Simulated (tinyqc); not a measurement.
## Trap depth and cross-section from two peaks

Question. A DLTS peak lies where ew = sn g T^2 exp(-Et/kB T), g = vth Nc/(300 K)^2. Find Et and sn.

Inputs (values chosen for the exercise):
```
symbol    value   unit                                     meaning
Nc      2.83e19  cm^-3  conduction-band density of states at 300 K
vth       2.3e7   cm/s                   thermal velocity at 300 K
```

Constants: q = 1.602176634e-19 C, kB = 1.380649e-23 J/K. Results are converted to the units shown.

peak temperatures for ew = 20 and 500 1/s (K): [81.683984, 95.645662]

Solution. The slope of ln(ew/T^2) against q/kB T is -Et, and the intercept is ln(sn g).

Et = 0.1400 eV
sn = 1.800e-16 cm^2

Computed by the program tinyqc: `OMP_NUM_THREADS=1 python tinyqc.py 2050167 2050168 out.jsonl`, one thread of a shared Intel Xeon 2.30GHz, about 0.01 s for the whole run.
